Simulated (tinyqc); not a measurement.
Inside a calculation. Method: LDA (VWN5) atom on a uniform radial grid, spin-unpolarised, for Li. Computed by tinyqc, a small Python program that keeps every step. Settings: Z = 3, points = 64, R = 16.7, functional = lda,vwn, mixing = 1.0, iteration cap = 76. Command: `OMP_NUM_THREADS=1 python tinyqc.py 20067 20068 out.jsonl` (the two numbers bound the seeds that draw the settings). One thread of a shared host (Intel(R) Xeon(R) Processor @ 2.60GHz), about 0.04 s of CPU time with the checks.

Spherical atom on a uniform radial grid r_j = j h with h = R/(N + 1), h sum u^2 = 1 and integrals as h times sums, u(0) = u(R) = 0 (atomic units):
```
parameter,value
Z,3
points N,64
R,16.700000
h,0.256923
mixing,1.000000
electrons in 1s,2
electrons in 2s,1
```

Three-point differences turn -u''/2 + [l(l+1)/2r^2 - Z/r + V] u = e u into a tridiagonal matrix (diagonal 1/h^2 + potential, off-diagonal -1/2h^2). D = sum f u^2; the Hartree potential y/r solves y'' = -D/r with y(0) = 0, y(R) = N_e; v_xc comes from rho = D/(4 pi r^2); E = sum f e - int D V + int D (V_H/2 + eps_xc); V(new) = V + mixing (V_H + v_xc - V).

Stop when input and output potentials agree to 1e-7.

Course of the cycle (hartree):
```
iteration,E,e(1s),e(2s),largest |V(out) - V(in)|
1,-5.94735399,-3.977776,-1.086069,3.86e+00
2,-6.34659642,-1.068205,-0.015689,1.11e+00
3,-6.39608774,-1.750214,-0.129220,4.08e-01
4,-6.40170564,-1.499579,-0.093641,1.35e-01
5,-6.40233680,-1.579863,-0.103631,4.51e-02
6,-6.40240779,-1.553436,-0.100600,1.51e-02
7,-6.40241580,-1.562234,-0.101590,5.07e-03
8,-6.40241671,-1.559283,-0.101259,1.70e-03
9,-6.40241681,-1.560273,-0.101370,5.72e-04
10,-6.40241682,-1.559940,-0.101333,1.92e-04
11,-6.40241682,-1.560052,-0.101345,6.44e-05
12,-6.40241682,-1.560014,-0.101341,2.16e-05
13,-6.40241682,-1.560027,-0.101343,7.26e-06
14,-6.40241682,-1.560023,-0.101342,2.44e-06
15,-6.40241682,-1.560024,-0.101342,8.19e-07
16,-6.40241682,-1.560024,-0.101342,2.75e-07
17,-6.40241682,-1.560024,-0.101342,9.23e-08
```

Can the last value be used, and what does the course show?

As the converged value on this grid, yes; not as the energy of the atom. Converged in 17 iterations. A uniform grid resolves the cusp poorly: for a bare nucleus this grid gives 1s at -3.97778 against -Z^2/2 = -4.5 hartree. Before convergence this energy mixes input and output and is not variational, so it may rise towards its limit.
